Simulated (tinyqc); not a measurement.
Inside a calculation. Model: BCS gap equation with a constant attraction inside the Debye window. Computed by tinyqc, a small Python program that keeps every step. Command: `OMP_NUM_THREADS=1 python tinyqc.py 3023285 3023286 out.jsonl bcs walk`. One thread of a shared host (Intel(R) Xeon(R) Processor @ 2.30GHz), about 0.01 s of CPU time with the checks. Intermediate numbers are printed to about 7 digits and carried at full precision; extremes and crossings named in words are read from the listed rows.

Pairs attract with strength V for |xi| < k_B Theta; N(0) is the density of states for one spin. Energies are given as temperatures (E/k_B, in K) unless marked.

Inputs (values chosen for the exercise, modelled on indium):
```
quantity,value,unit
coupling N(0)V,0.279,-
Debye temperature Theta,110,K
temperature T,3.11,K
Fermi velocity v_F,1.7e+06,m/s
electron density n,11.1,1e28/m^3
mean free path l,2.3,nm
junction resistance R_n,3.6,kilo-ohm
```

Solver: secant.

Constants: k_B = 8.617333262e-05 eV/K; hbar = 1.054571817e-34 J s; k_B = 1.380649e-23 J/K; m_0 = 9.1093837015e-31 kg; eps_0 = 8.8541878128e-12 F/m; c = 299792458 m/s; e = 1.602176634e-19 C; h = 6.62607015e-34 J s.

## Gap at zero temperature

At T = 0 the gap equation 1/(N(0)V) = int_0^Theta d xi/sqrt(xi^2 + Delta^2) has the integral arcsinh(Theta/Delta), so Delta_0 = Theta/sinh(1/(N(0)V)); weak coupling gives 2 Theta exp(-1/(N(0)V)).

Delta_0 = 6.111480 K

weak-coupling Delta_0 = 6.106771 K

Delta_0 in meV = 0.5266466 meV

## Critical temperature

Gap equation: 1/(N(0)V) = I(Delta, T) = int_0^Theta tanh(E/2T)/E d xi, E = sqrt(xi^2 + Delta^2); 64 Gauss-Legendre points in y with xi = max(Delta, T) sinh(y). T_c solves I(0, T_c) = 1/(N(0)V); the weak-coupling form is T_c = (2 e^C/pi) Theta exp(-1/(N(0)V)) with Euler's C = 0.5772157, and 2 Delta_0/T_c then tends to 2 pi e^-C = 3.528.

T_c = 3.462130 K

weak-coupling T_c = 3.462130 K

2 Delta_0/T_c = 3.530474

T_c/Theta = 0.0315; the ratio lies +0.08 % from 3.528, so the universal weak-coupling laws hold.

## One evaluation of the gap equation

Take Delta = Delta_0 as the trial; the fixed-point update is Delta(new) = N(0)V Delta I(Delta, T).

I(Delta_0, T) = 3.368102

updated Delta = 5.742961 K

## Gap at temperature T

Residual r = N(0)V I - 1, with Delta_0 = Theta/sinh(1/(N(0)V)). Secant steps in Delta^2, from Delta_0 and 0.9 Delta_0, with Delta^2 kept at or above 1e-6 K^2. Stop when |r| < 1e-9 or after 40 steps.

Iterations:
```
step,Delta (K),residual r
1,2.668274,9.181632e-03
2,3.310421,-1.169281e-03
3,3.244256,-2.688862e-05
4,3.242682,8.030008e-08
5,3.242687,-5.501044e-12
```

converged (1 yes, 0 no) = 1

Delta(T) = 3.242687 K

Converged in 5 steps: Delta(T)/Delta_0 = 0.5306 at T/T_c = 0.898.

## Lengths and fields

xi_0 = hbar v_F/(pi Delta_0); lambda_L = sqrt(m_0 eps_0 c^2/(n e^2)); N(0) = 3 n/(2 m_0 v_F^2) for one spin; condensation energy N(0) Delta_0^2/2 = B_c^2/(2 mu_0), mu_0 = 1/(eps_0 c^2); with scattering lambda = lambda_L sqrt(1 + xi_0/l) in the local limit (where xi_0 and l both exceed lambda, nonlocal response makes the true depth larger); Ginzburg-Landau kappa = 0.96 lambda_L/xi_0 + 0.72 lambda_L/l. Free-electron mass throughout; heavier carriers, as in niobium or vanadium, give a larger lambda_L and kappa and can make the metal type II.

coherence length xi_0 = 676.3096 nm

London depth lambda_L = 15.95026 nm

critical field B_c(0) = 23.78747 mT

depth with scattering = 273.9768 nm

Ginzburg-Landau kappa = 5.015765

kappa exceeds 1/sqrt(2): type II, and the sample is dirty, l well below xi_0.

## A tunnel junction of this metal

Ambegaokar-Baratoff: I_c R_n = (pi Delta/(2e)) tanh(Delta/2T); Josephson energy E_J = hbar I_c/(2e), given as E_J/h; inductance hbar/(2 e I_c); thermal quasiparticle fraction x = n_qp/(2 N(0) Delta) = sqrt(2 pi T/Delta) exp(-Delta/T), valid for T well below Delta.

I_c R_n = 210.1292 microvolt

critical current I_c = 58.36921 nA

E_J/h = 28.99102 GHz

Josephson inductance = 5.638349 nH

quasiparticle fraction x = 0.8653546

Caution: T is not small against Delta, so the quasiparticle formula is only a rough guide.

## Gap and superfluid density against temperature

Interpolation tanh(1.74 sqrt(T_c/T - 1)); near T_c, 1.74 sqrt(1 - T/T_c). Clean-limit superfluid fraction 1 - (1/2T) int_0^(40 T) cosh^-2(E/2T) d xi (64 points); two-fluid rule 1 - (T/T_c)^4.

Reduced quantities:
```
T/T_c,Delta/Delta_0,tanh form,square-root form,superfluid fraction,two-fluid rule
0.10,1.0000000,0.9999415,1.650709,0.9999998,0.9999000
0.20,0.9998775,0.9981036,1.556303,0.9988606,0.9984000
0.30,0.9971335,0.9902212,1.455788,0.9818370,0.9919000
0.40,0.9850684,0.9722067,1.347798,0.9281450,0.9744000
0.50,0.9569569,0.9402266,1.230366,0.8344326,0.9375000
0.60,0.9071088,0.8897457,1.100473,0.7072103,0.8704000
0.70,0.8289247,0.8141099,0.953037,0.5543182,0.7599000
0.80,0.7112210,0.7013741,0.778152,0.3823407,0.5904000
0.90,0.5265102,0.5226654,0.550236,0.1963162,0.3439000
0.95,0.3804522,0.3792500,0.389076,0.0992509,0.1854938
0.98,0.2436753,0.2435753,0.246073,0.0399411,0.0776318
```

The tanh form misses the gap by at most about 0.017 (at T/T_c = 0.6); the square-root form is within 3 % only from T/T_c = 0.95. The gap keeps 99 % of Delta_0 up to T/T_c = 0.3, since quasiparticles are exponentially few. The two-fluid rule exceeds the BCS superfluid fraction most, by 0.21, at T/T_c = 0.8.

Checks made by the program: weak-coupling T_c, allowing for terms of order exp(-Theta/T_c) (relative difference below 1e-10).
